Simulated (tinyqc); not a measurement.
Capacitances against the space between lines.

Endless row of lines of width wl, height tl and space sl between grounded planes at distance hd; e2 fills the gaps beside the lines, e1 the rest. Laplace's equation is solved on meshes of 3, 6 and 12 steps per unit u and extrapolated (Aitken), which is good to about 0.2 %. C_even (all lines at 1 V) is the capacitance Cg to the planes; C_odd (neighbours in antiphase) = Cg + 4 Cc if only nearest neighbours couple, which defines Cc; total with quiet neighbours Cg + 2 Cc. Plate values 2 eps0 e1 wl/hd and eps0 e2 tl/sl.

Parameters, values chosen for the exercise: relative permittivity above and below the lines e1 = 2.4; relative permittivity between the lines e2 = 1; line width, in units u wl = 4 u; line height tl = 12 u; distance to each plane hd = 8 u.

Constants: eps0 = 8.8541878128e-12 F/m. Results are converted to the units shown.

The same in every row: plate Cg (aF/um) = 21.3.

Capacitances against the space between lines:
```
sl (u)	Cg (aF/um)	Cc (aF/um)	Cg + 2 Cc (aF/um)	C_odd (aF/um)	plate Cc (aF/um)	share of coupling, 2 Cc/(Cg + 2 Cc) (%)
2	31.2	73.1	177	324	53.1	82.4
4	39.9	38.6	117	194	26.6	65.9
6	47.4	25.2	97.8	148	17.7	51.6
8	53.7	17.7	89.2	125	13.3	39.8
12	63.4	9.53	82.5	102	8.85	23.1
16	69.8	5.33	80.5	91.1	6.64	13.2
24	76.2	1.71	79.6	83.0	4.43	4.29
```

As sl goes from 2 to 24, Cg rises from 31.2 to 76.2 aF/um, Cc falls from 73.1 to 1.71 aF/um and the share of coupling falls from 82.4 to 4.29 %. Cg is 1.47 times its plate value in the first row and 3.59 times in the last; for Cc the ratios are 1.38 and 0.386. Neighbours in antiphase raise the load by a factor of 1.82 and 1.04 over quiet ones. For sl = 2, 4 the planes are farther than 0.8 of the pitch, so second neighbours couple too and Cg + 2 Cc understates the quiet load by a per cent or more.

Computed by the program tinyqc: `OMP_NUM_THREADS=1 python tinyqc.py 2790104 2790105 out.jsonl`, one thread of a shared Intel Xeon 2.30GHz, about 1 s for the whole run.
